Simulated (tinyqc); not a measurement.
Tunnelling through a gate dielectric, WKB transmission and Tsu-Esaki current: two steps of the calculation.

Electrons leave the emitter at x = 0. Energies E (motion across the layers) are in eV from the emitter Fermi level; the collector Fermi level lies at -V and offers states at every E. No charge in the dielectric and no image force: F1 = V/t1, U = phi1 - F1 x. With C = hbar^2/(2 m0), kappa = sqrt(m (U - E)/C) where U > E and 0 elsewhere; T(E) = exp(-S), S = 2 times the integral of kappa over x.

Values chosen for this exercise; dielectric values close to those of hafnium oxide:
```
symbol  value  unit                                                        meaning
phi1     1.52    eV  barrier of layer 1 above the emitter Fermi level at zero bias
m1       0.21    m0                                     tunnelling mass of layer 1
t1        1.5    nm                                           thickness of layer 1
V         0.9     V                                  voltage across the dielectric
E           0    eV                                energy of the electron followed
nc          7                                                  cells in each layer
```

Constants: q = 1.602176634e-19 C, hbar = 1.054571817e-34 J s, m0 = 9.1093837015e-31 kg, hbar^2/(2 m0) = 0.0380998212 eV nm^2. Results are converted to the units shown.

Problem 1. WKB exponent by the midpoint rule. Cut each layer into nc equal cells, take U and kappa at the cell centres, and sum S = 2 sum kappa h.

Give: x; U; kappa; S; T(E).

Solution 1.

```
cell  x (nm)  U (eV)  kappa (1/nm)
0     0.1071  1.4557        2.8326
1     0.3214  1.3271        2.7046
2     0.5357  1.1986        2.5703
3     0.7500  1.0700        2.4285
4     0.9643  0.9414        2.2779
5     1.1786  0.8129        2.1167
6     1.3929  0.6843        1.9421
```

S = 7.2312
T(E) = 7.2368e-4

Problem 2. WKB exponent in closed form. Each layer adds (2/F) sqrt(m/C) [G(u at its left edge) - G(u at its right edge)] to S, with u = U - E (0 where negative) and G(u) = (2/3) u^1.5. The slope follows from 1/d = -dS/dE.

Give: S; T(E); energy d over which T(E) grows by a factor e.

Solution 2.

S = 7.2299
T(E) = 7.2457e-4
energy d over which T(E) grows by a factor e = 0.28684 eV

The midpoint rule gives S = 7.2312, so its T(E) is 0.12 % below this value. The band edge stays above E through the whole stack: direct tunnelling through a trapezoid.

tinyqc, about 0.02 s, one thread, Intel Xeon 2.30GHz (shared host): `OMP_NUM_THREADS=1 python tinyqc.py 2540073 2540074 out.jsonl`
